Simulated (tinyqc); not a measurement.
MOS structure on a p-type body with a doping step (retrograde), non-linear Poisson equation by Newton steps: one step of the calculation.

One dimension, insulator interface at x = 0, acceptor density N1 for x < x1 and Na beyond, net doping C = -(acceptor density). psi is counted from the intrinsic level: n = ni exp((psi - Vb)/Vt), p = ni exp(-psi/Vt); deep in the body psi_b = -Vt ln(Na/ni). The gate acts through Cox = eps0 eox/tox and has the potential psi_G = Vg - (phiM - chi - Vt ln(Nc/ni)). Boltzmann statistics, full ionisation, classical densities, no oxide or interface charge.

Problem. Scales and end potentials. ni = sqrt(Nc Nv) exp(-Eg/(2 Vt)), Eg in volts; Cox, psi_G and psi_b as defined.

Inputs (values chosen for the exercise); band and dielectric values close to those of silicon: temperature T = 250 K; band gap Eg = 1.13 eV; conduction-band density of states at T Nc = 2.15e19 cm^-3; valence-band density of states at T Nv = 1.99e19 cm^-3; electron affinity chi = 4 eV; acceptor density deep in the body Na = 2.9e17 cm^-3; relative permittivity of the gate insulator (close to silicon dioxide) eox = 3.9; insulator thickness tox = 4.5 nm; gate work function phiM = 4.12 eV; gate voltage against the body Vg = 0.77 V.

Constants: q = 1.602176634e-19 C, kB = 1.380649e-23 J/K, Vt = kB T/q, eps0 = 8.8541878128e-14 F/cm where lengths are in cm. Results are converted to the units shown.

Find: ni; Cox; psi_G; psi_b.

Solution.

ni = 8.428e7 cm^-3
Cox = 0.7674 uF/cm^2
psi_G = 1.216 V
psi_b = -0.4731 V

Program tinyqc, `OMP_NUM_THREADS=1 python tinyqc.py 2080062 2080063 out.jsonl`; Intel Xeon 2.30GHz, shared host, one thread, about 0.3 s.
